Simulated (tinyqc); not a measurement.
Displacements against temperature: thermal displacements in the Debye model: Debye-Waller factors, bond-length spread and the Lindemann rule. Computed by tinyqc, a small Python program. Command: `OMP_NUM_THREADS=1 python tinyqc.py 3027247 3027248 out.jsonl debyewaller walk`. One thread of a shared host (Intel(R) Xeon(R) Processor @ 2.30GHz), about 0.01 s of CPU time with the checks.

A Debye spectrum with three branches of one velocity, cut at k_B Theta; 4 atoms per cube, nearest neighbours at d = 0.707107 a.

Inputs (values chosen for the exercise, modelled on copper):
```
quantity                 value      unit
atomic mass M            63.55         u
Debye temperature Theta    309         K
lattice constant a       3.615  angstrom
temperature T              300         K
```

Structure: fcc.

reflection (h k l): 1  1  1

Constants: hbar^2/u = 4.18015928e-03 eV angstrom^2; k_B = 8.617333262e-05 eV/K.

Method:
- <u_x^2> = (3 hbar^2/(2 M k_B Theta)) int_0^1 s coth(s Theta/(2T)) ds (64 Gauss-Legendre points); it tends to 3 hbar^2/(4 M k_B Theta) at T = 0 and to 3 hbar^2 T/(M k_B Theta^2) at high T.
- B = 8 pi^2 <u_x^2>.
- G = 2 pi sqrt(h^2 + k^2 + l^2)/a; the intensity is multiplied by exp(-2W), 2W = G^2 <u_x^2>; the loss goes into thermal diffuse scattering.
- Correlated Debye model: sigma^2 = (3 hbar^2/(M k_B Theta)) int_0^1 s coth(s Theta/(2T)) [1 - sin(s q_D R)/(s q_D R)] ds for two atoms at distance R, q_D = (6 pi^2 n)^(1/3), n atoms per volume; uncorrelated motion would give 2 <u_x^2>.
- The correlation is 1 - sigma^2/(2 <u_x^2>); exp(-2W) uses 2W = G^2 <u_x^2>.

|G| = 3.01046 1/angstrom

Displacements (angstrom^2):
```
T (K)    <u_x^2>   classical  sigma^2 at d  sigma^2 at 2d  exp(-2W)
9.3    0.0018638  2.2304e-04     0.0031904      0.0035340   0.98325
31     0.0019754  7.4348e-04     0.0032164      0.0036060   0.98226
62     0.0023312   0.0014870     0.0034547      0.0040525   0.97909
110    0.0031761   0.0026382     0.0042969      0.0053231   0.97163
170    0.0044396   0.0040772     0.0057302      0.0073177   0.96056
250    0.0062465   0.0059958     0.0078751       0.010215   0.94496
370    0.0090445   0.0088738      0.011263       0.014730   0.92130
560     0.013544    0.013431      0.016762       0.022014   0.88449
680     0.016402    0.016309      0.020267       0.026646   0.86187
```

The classical line is within 5 % from T = 250 K (T/Theta = 0.81) on. The correlation of nearest neighbours grows from 0.14 to 0.38, since thermal motion weights long waves, which move neighbours together, more than zero-point motion does; at 2d it ends at 0.19. The reflection keeps 98 % of its intensity at the lowest T and 86 % at the highest.

Extremes, crossings and ranges named in words are read from the listed rows.
